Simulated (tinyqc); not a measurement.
Atomic layer deposition: Langmuir saturation, growth per cycle and coating of deep features: one step, computed by the program tinyqc. Command: `OMP_NUM_THREADS=1 python tinyqc.py 3003579 3003580 out.jsonl ald walk`. One thread of a shared host (Intel(R) Xeon(R) Processor @ 2.30GHz), about 0.03 s of CPU time with the checks.

Precursor A sticks only on free sites, so a long enough pulse saturates; co-reactant B then frees the sites again.

Problem. The first four cycles. One cycle from coverage th0: pulse A gives th1 = th_s + (th0 - th_s) exp(-(k_a + k_d) t), th_s = k_a/(k_a + k_d); the purge leaves th2 = th1 exp(-k_d t_p); pulse B converts c_B th2 into film and leaves th3 = (1 - c_B) th2. Growth = G c_B th2. Start from th0 = 0.

Inputs (values chosen for the exercise, modelled on zinc oxide from diethylzinc and water):
```
quantity                               value      unit
growth per cycle at saturation G         1.7  angstrom
temperature T                            125         C
pulse time t                          0.0022         s
co-reactant completion per pulse c_B    0.99         -
purge time t_p                           6.7         s
```

k_a = 277.4761 1/s

k_d = 1.339547e-07 1/s

Give: Cycles.

Solution.

Cycles:
```
cycle       th0     th1     th2       th3  growth (angstrom)
1      0.000000  0.4569  0.4569  0.004569             0.7689
2      0.004569  0.4594  0.4594  0.004594             0.7731
3      0.004594  0.4594  0.4594  0.004594             0.7731
4      0.004594  0.4594  0.4594  0.004594             0.7731
```
